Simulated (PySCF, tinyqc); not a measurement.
A ladder of methods, and size consistency: correlation methods against full CI in the sto-3g basis, for H6, spin multiplicity 1. Computed by the program tinyqc with PySCF. 

Geometry (angstrom):
```
atom,x,y,z
H,0.0000,0.0000,0.0000
H,0.0000,0.0000,1.0170
H,0.0000,0.0000,2.1140
H,0.0000,0.0000,3.1300
H,0.0000,0.0000,4.2270
H,0.0000,0.0000,5.2440
```

RHF energy of one = -3.140941 hartree

All electrons correlated; +Q is the Davidson correction (1 - c0^2) E_corr. The last columns treat two copies 100 angstrom apart as one system. FCI is the lowest singlet.

Correlation energies (hartree):
```
method,E_corr of one,share of FCI (%),E_corr of two at 100 angstrom,two minus twice one (mhartree)
MP2,-0.063444,61.7096,-0.126889,0.0000
CISD,-0.097650,94.9798,-0.181148,14.1521
CISD+Q,-0.105941,103.0439,-0.205465,6.4161
CCSD,-0.102418,99.6175,-0.204836,0.0000
CCSD(T),-0.102792,99.9812,-0.205584,0.0000
FCI,-0.102811,100.0000,-,-
```

MP2 recovers 62 %, CISD 95.0 % and CCSD 99.6 % of the FCI value (c0^2 = 0.915 in CISD). MP2 and coupled cluster are size consistent, so their last column vanishes; CISD loses 14.15 mhartree, since a double excitation on each copy is a quadruple of the pair, and the Davidson correction leaves +6.42. The restricted reference is unstable here: a spin-polarised solution lies 0.0001 hartree lower (PySCF), so results built on it describe a poor reference.
